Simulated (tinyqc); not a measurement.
Off-state leakage of single and stacked transistors: one step of the calculation.

n-channel devices of unit width. Subthreshold current I(Vg, Vs, Vd) = I0 (T/300 K)^0.5 exp[(Vg - Vs - VT(T) - gb (Vs - Vb) + dd (Vd - Vs))/(nf Vt)] (1 - exp(-(Vd - Vs)/Vt)), VT(T) = VT - cT (T - 300 K). Gate-edge tunnelling Ig (Vd/1 V) exp(ag (Vd - 1 V)), for a gate at 0 V, and band-to-band leakage Ab u exp(-Bb/u), u = Vd - Vb + 1 V, flow at a drain held at V; both are taken as independent of T. In a stack of off transistors (all gates at 0 V) the same subthreshold current passes through each.

Problem. New Vx. Stack of two, Vx the node between them: I_low = I(0, 0, Vx), I_up = I(0, Vx, V), f = ln(I_up/I_low), f' = -(1 + gb + 2 dd)/(nf Vt) - 1/(Vt (exp(Vx/Vt) - 1)) - 1/(Vt (exp((V - Vx)/Vt) - 1)), Vx(new) = Vx - f/f'.

Inputs (values chosen for the exercise); values of the order met in bulk silicon logic transistors: temperature T = 330 K; supply voltage V = 0.7 V; threshold at 300 K, zero drain and body bias VT = 0.29 V; fall of the threshold with temperature cT = 0.8 mV/K; current at threshold at 300 K I0 = 0.43 uA/um; slope factor nf = 1.44; drain-induced lowering per volt dd = 0.08; rise of the threshold per volt of source-body bias gb = 0.12; body voltage Vb = -0.6 V.

Constants: q = 1.602176634e-19 C, kB = 1.380649e-23 J/K, Vt = kB T/q. Results are converted to the units shown.

Vx at the start = 0.044 V

Wanted: I_low; I_up; f; f'; Vx after iteration 1.

Solution.

I_low = 0.10066 nA/um
I_up = 0.12689 nA/um
f = 0.23149
f' = -40.766 1/V
Vx after iteration 1 = 0.049679 V

Numbers from tinyqc (`OMP_NUM_THREADS=1 python tinyqc.py 2242071 2242072 out.jsonl`; about 0.03 s on one thread of a shared Intel Xeon 2.30GHz).
